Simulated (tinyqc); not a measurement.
Decay of LO phonons and the hot-phonon bottleneck in the cooling of electrons. From one set of inputs to another, one input at a time. Computed by tinyqc, a small Python program. Command: `OMP_NUM_THREADS=1 python tinyqc.py 3015190 3015191 out.jsonl hotphonon ladder`. One thread of a shared host (Intel(R) Xeon(R) Processor @ 2.30GHz), about 0.02 s of CPU time with the checks.

n(E, T) = 1/(exp(E/(k_B T)) - 1) is the Bose occupation. Electrons have a temperature T_e; the LO modes within their reach share one occupation N; the decay products stay at the lattice temperature.

The inputs printed are set A. Set A is modelled on gallium arsenide; the values taken over come from a set modelled on gallium oxide. Inputs not listed in the table keep their values of set A, so the rows need not describe a real material.

Inputs (values chosen for the exercise, modelled on gallium arsenide):
```
quantity,value,unit
LO energy hbar omega,36.9,meV
"lifetime at T = 0, tau_0",9.3,ps
share f of the energy in the softer product,0.45,-
lattice temperature T,300,K
electron mass m*,0.067,m_0
eps_inf,11,-
static dielectric constant eps_s,13.2,-
electron density n,8.6e+18,1/cm^3
"density of LO modes that the electrons reach, N_m",4.5e+18,1/cm^3
power supplied per electron P,3.1,nW
```

Decay channel: two unequal phonons (Ridley).

Constants: k_B = 8.617333262e-05 eV/K; c = 299792458 m/s; e^2/(4 pi eps_0) = 14.39964548 eV angstrom; hbar^2/(2 m_0) = 3.80998212 eV angstrom^2; hbar = 6.582119569e-16 eV s; e = 1.602176634e-19 C.

Method:
- Decay rate 1/tau = (1/tau_0) [1 + n(f hbar omega) + n((1 - f) hbar omega)].
- Full width Gamma = 1/(2 pi c tau) in 1/cm, c in cm/s.
- Froehlich coupling alpha = (e^2/(4 pi eps_0)) (1/eps_inf - 1/eps_s) k_0/(2 hbar omega), k_0 = sqrt(m* hbar omega/(hbar^2/(2 m_0))); emission time tau_sp = hbar/(2 alpha hbar omega); bottleneck ratio r = (n/N_m) tau/tau_sp.
- Net emission per electron: [(N + 1) x - N]/tau_sp with x = exp(-hbar omega/(k_B T_e)), a simple two-level balance; steady state of the modes: n [(N + 1) x - N]/tau_sp = N_m (N - N_0)/tau; power per electron P = hbar omega [(N + 1) x - N]/tau_sp.
- With p = P tau_sp/(hbar omega): N = N_0 + r p and x = (p + N)/(N + 1); without hot phonons N = N_0. The mode temperature T_LO solves n(hbar omega, T_LO) = N.

Each row keeps all changes above it:
```
input moved,from,to,electron temperature T_e (K),mode temperature T_LO (K),LO occupation N
set A,-,-,1821.2,1693.7,3.4763
power supplied per electron P (nW),3.1,0.16,382.0,379.7,0.4788
electron density n (1/cm^3),8.6e+18,2.3e+18,324.0,321.8,0.3593
lattice temperature T (K),300,77,192.0,189.7,0.1169
eps_inf,11,3.65,189.9,189.7,0.1169
electron mass m* (m_0),0.067,0.268,189.8,189.7,0.1169
LO energy hbar omega (meV),36.9,43.7,213.0,212.9,0.1018
static dielectric constant eps_s,13.2,10.4,213.0,212.9,0.1018
```

Where does the difference come from?

Electron temperature T_e goes from 1820 to 213, a factor 0.117 in all. The largest single move comes from power supplied per electron P (a factor 0.210). Mode temperature T_LO goes from 1690 to 213, a factor 0.126 in all. The largest single move comes from power supplied per electron P (a factor 0.224). LO occupation N goes from 3.48 to 0.102, a factor 0.0293 in all. The largest single move comes from power supplied per electron P (a factor 0.138). The single moves hold for this order of the switches; the total does not depend on the order.

Caution (rows set A): at such T_e upper valleys, non-parabolic bands or other phonons can take part. Caution (rows power supplied per electron P, electron density n, lattice temperature T, eps_inf): the electrons are degenerate; Pauli blocking and the Fermi energy, left out here, matter. Caution (rows eps_inf, electron mass m*, LO energy hbar omega, static dielectric constant eps_s): alpha is above 1/2, so hbar/tau_sp exceeds hbar omega and the emission time, a weak-coupling result, is only rough.

Extremes, crossings and ranges named in words are read from the listed rows.
